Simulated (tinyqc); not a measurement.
Spin curve: spin coating of a resist or spin-on film: centrifugal thinning, evaporation and the final thickness (Emslie and Meyerhofer models). Computed by tinyqc, a small Python program. Command: `OMP_NUM_THREADS=1 python tinyqc.py 3110026 3110027 out.jsonl spincoat walk`. One thread of a shared host (Intel(R) Xeon(R) Processor @ 2.30GHz), about 0.08 s of CPU time with the checks.

A Newtonian film stays uniform over the wafer; solvent and solids have the same density and the concentration is uniform through the thickness.

Inputs (values chosen for the exercise, of the order of those of a polymer resist in an ester solvent):
```
quantity                                 value          unit
solids volume fraction c0                 0.11             -
kinematic viscosity of the solvent nu_s    1.6        mm^2/s
viscosity constant k                       520        mm^2/s
viscosity exponent gamma                   3.1             -
spin speed f                              2000           rpm
evaporation rate at 1000 rpm e0           0.41  micrometre/s
starting thickness h0                      200    micrometre
wafer radius R                              50            mm
```

Method:
- omega = 2 pi f/60; nu(c) = nu_s + k c^gamma; evaporation rate e = e0 sqrt(f/1000 rpm).
- Flow constant K = 2 omega^2/(3 nu(c0)); Reynolds number of the air omega R^2/nu_air with nu_air = 15 mm^2/s.
- Meyerhofer estimate: flow rules until (1 - c0) K h^3 = e, then evaporation alone: h_w = (e/((1 - c0) K))^(1/3), dry film c0 h_w.
- Full model for solids s and liquid l per area, h = s + l, c = s/h: ds/dt = -c Q, dl/dt = -(1 - c) Q - e, Q = 2 omega^2 h^3/(3 nu(c)); integrated adaptively (relative tolerance 1e-9) until l = 0.

dry film, estimate = 399.796 nm

Dry film against speed:
```
f (rpm)  full model (nm)  estimate (nm)  time to dry (s)
500               864.19         799.59           28.123
1000              611.08         565.40           14.065
1500              498.95         461.64            9.378
2000              432.10         399.80            7.034
3000              352.81         326.43            4.689
4000              305.54         282.70            3.517
6000              249.47         230.82            2.345
```

What follows from these numbers?

The full thickness goes as f^-0.500; the estimate as (e/omega^2)^(1/3) = f^(-1/2). The time to dry goes as f^-1.00. A thickness window of 1 % allows a speed error of about 2 %.
